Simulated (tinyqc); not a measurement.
Photoionisation line shapes: hydrogenic impurity: series, fields, screening, photoionisation and donor-acceptor pairs. Computed by tinyqc, a small Python program. Command: `OMP_NUM_THREADS=1 python tinyqc.py 3017661 3017662 out.jsonl hydrogenic walk`. One thread of a shared host (Intel(R) Xeon(R) Processor @ 2.30GHz), about 0.01 s of CPU time with the checks.

One isotropic, parabolic band. Effective units: Ry* and a*, in which H = -nabla^2 - 2/r.

Inputs (values chosen for the exercise, modelled on GaN): electron mass m = 0.194 m_0; dielectric constant eps = 9.42; depth of a short-range centre E_i = 408 meV.

Parts treated: magnetic field and photoionisation.

Constants: Ry = 13.605693123 eV; a_0 = 0.529177210903 angstrom; h x 1 THz = 4.135667696 meV.

Method. Ry* = Ry m/eps^2, a* = a_0 eps/m; level n is bound by Ry*/n^2; <r> = (3/2) a* in 1s; lines 1s -> np at Ry* (1 - 1/n^2); 1 THz = 4.135667696 meV. With x = h nu/E above threshold, normalised to their maxima: hydrogenic 1s: x^-4 exp(4 - 4 atan(k)/k)/(1 - exp(-2 pi/k)), k = sqrt(x - 1), which is 1 at threshold; delta-function centre (Lucovsky): 8 (x - 1)^(3/2)/x^3, which is 1 at x = 2. Energies use E = Ry* and E = E_i; band-to-band absorption, which hides both above the gap, is left out.

Ry* = 29.7455 meV

Relative cross-sections:
```
x,"h nu, hydrogenic (meV)",hydrogenic,"h nu, short-range centre (meV)",Lucovsky
1.05,31.23,8.7772e-01,428.4,0.0773
1.20,35.69,6.1222e-01,489.6,0.4141
1.50,44.62,3.3174e-01,612.0,0.8381
2,59.49,1.4774e-01,816.0,1.0000
2.50,74.36,7.7836e-02,1020.0,0.9406
3.50,104.11,2.9036e-02,1428.0,0.7376
5,148.73,9.9730e-03,2040.0,0.5120
8,237.96,2.3612e-03,3264.0,0.2894
```

The Coulomb tail makes the hydrogenic cross-section largest at threshold, 29.75 meV; the short-range (neutral) centre starts from zero and peaks at twice its depth, 816.0 meV.

Extremes, crossings and ranges named in words are read from the listed rows.
